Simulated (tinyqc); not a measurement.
What each parameter does: exciton in an atomically thin sheet (Rytova-Keldysh potential).

Relative motion in the plane with V(k) = -2 pi q/(k (kap + r0 k)), q = e^2/(4 pi eps0), c = hbar^2/2m0. Normalised Gaussians exp(-a_i r^2): with A = a_i + a_j, S_ij = 2 sqrt(a_i a_j)/A, T_ij = (4c/mu)(a_i a_j/A) S_ij, V_ij = -q S_ij times the integral over k from 0 to infinity of exp(-k^2/4A)/(kap + r0 k).

Converged values use 20 Gaussians with exponents 2^i/b^2, i = -11 to 8, b the larger of a0 kap/(2 mu) and sqrt(a0 r0/mu), a0 = 0.5291772 angstrom; p states use r exp(i theta) exp(-a r^2).

Constants: hbar^2/2m0 = 3.80998211 eV angstrom^2; e^2/(4 pi eps0) = 14.39964547 eV angstrom.

Parameters, chosen for this exercise (near those of a MoSe2 monolayer; not measured data): me = 0.556 m0 (electron mass); mh = 0.594 m0 (hole mass); kap = 1.7 (mean dielectric constant of the surroundings); r0 = 56.1 angstrom (screening length of the sheet); Eg = 2.039 eV (gap, in these surroundings).

1/mu = 1/me + 1/mh; converged values. Eg is held fixed when kap or r0 changes: the shrinking of the gap by stronger screening, which offsets most of the shift of the 1s line, is left out. Each row changes one parameter from the base and keeps the others.

Results:
```
case,1s binding (meV),2s - 1s (meV),2s - 2p (meV),1s line (eV)
base,345.0,200.6,35.8,1.694
me = 0.667 m0,354.2,203.5,36.8,1.685
mh = 0.475 m0,333.4,196.8,34.6,1.706
kap = 2.72,254.0,166.4,25.0,1.785
r0 = 44.9 angstrom,402.9,241.2,41.7,1.636
Eg = 2.14 eV,345.0,200.6,35.8,1.795
```

The largest shifts from the base row, up to three for each result and ties (the steps differ in size, so this ranks the rows, not the parameters). 1s binding (meV): kap -91.0, r0 +57.9, mh -11.6; unchanged at the printed digits by Eg. 2s - 1s (meV): r0 +40.7, kap -34.2, mh -3.8; unchanged at the printed digits by Eg. 2s - 2p (meV): kap -10.8, r0 +5.8, mh -1.3; unchanged at the printed digits by Eg. 1s line (eV): Eg +0.101, kap +0.091, r0 -0.058.

Program tinyqc; command `OMP_NUM_THREADS=1 python tinyqc.py 1281540 1281541 out.jsonl`; about 0.02 s on one thread of a shared Intel(R) Xeon(R) Processor @ 2.30GHz.
